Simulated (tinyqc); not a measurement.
Plane-wave Kohn-Sham cycle with exchange-only LDA in a layered model solid, step by step. One step of it, computed by the program tinyqc.

Problem. Iteration 2: levels at that k. Diagonalise the Hermitian matrix.

H (hartree), lower triangle:
```
           -2         -1         +0         +1        +2
-2   0.413838
-1  -0.046152  -0.041823
+0   0.000261  -0.046152  -0.193710
+1  -0.000018   0.000261  -0.046152  -0.041823
+2   0.000003  -0.000018   0.000261  -0.046152  0.413838
```

Give: eigenvalues.

Solution.

eigenvalues (hartree): -0.2183  -0.0467  -0.0217  0.4185  0.4186
